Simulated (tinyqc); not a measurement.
Programming of a floating-gate cell by Fowler-Nordheim tunnelling: one step of the calculation.

Per tunnel area the floating gate has Ctun = 3.9 eps0/tox to the channel (0 V) and Ccg to the control gate, Ct = Ctun/(1 - ag), no other coupling. With the threshold shift U = -Q/Ccg the field is F = ag (Vg - U)/tox, and dU/dt = J/Ccg. Fowler-Nordheim: J = A F^2 exp(-B/F), A = q^2/(16 pi^2 hbar mo phi) (times 1e14 for A/cm^2 with F in V/nm, emitter mass m0), B = (4/3) sqrt(mo/C) phi^1.5, C = hbar^2/(2 m0).

Question. Explicit time steps against the exact solution. U(new) = U + dt J(F(U))/Ccg. Exact: exp(B/F(t)) = exp(B/F(0)) + K t, K = A B ag/(Ccg tox), and U = Vg - tox F/ag.

Values chosen for this exercise; oxide values close to those of silicon dioxide:
```
symbol,value,unit,meaning
phi,3.2,eV,tunnel barrier
mo,0.46,m0,tunnelling mass
tox,7.4,nm,tunnel oxide thickness
ag,0.62,,coupling ratio Ccg/Ct
Vt0,-2.7,V,threshold shift at the start
Vg,12.5,V,control-gate voltage
dt,1.4,us,time step
n,10,,steps
```

Constants: q = 1.602176634e-19 C, hbar = 1.054571817e-34 J s, m0 = 9.1093837015e-31 kg, eps0 = 8.8541878128e-14 F/cm where lengths are in cm, hbar^2/(2 m0) = 0.0380998212 eV nm^2. Results are converted to the units shown.

Find: t; F; J; U by steps; U exact.

Answer.

```
step  t (us)  F (V/nm)  J (A/cm^2)  U by steps (V)  U exact (V)
0          0    1.2735     0.15346         -2.7000      -2.7000
1     1.4000    1.2499    0.099688         -2.4178      -2.4651
2     2.8000    1.2345    0.074690         -2.2345      -2.2931
3     4.2000    1.2230    0.059889         -2.0972      -2.1580
4     5.6000    1.2138    0.050024         -1.9870      -2.0471
5     7.0000    1.2061    0.042955         -1.8951      -1.9532
6     8.4000    1.1995    0.037631         -1.8161      -1.8719
7     9.8000    1.1937    0.033473         -1.7469      -1.8004
8     11.200    1.1885    0.030135         -1.6853      -1.7366
9     12.600    1.1839    0.027395         -1.6299      -1.6790
10    14.000    1.1796    0.025105         -1.5795      -1.6266
```

Range of the model: Programming fields of 10 MV/cm and more wear the oxide; trapping and the channel potential are ignored.

Program tinyqc, `OMP_NUM_THREADS=1 python tinyqc.py 2130154 2130155 out.jsonl`; Intel Xeon 2.30GHz, shared host, one thread, about 0.02 s.
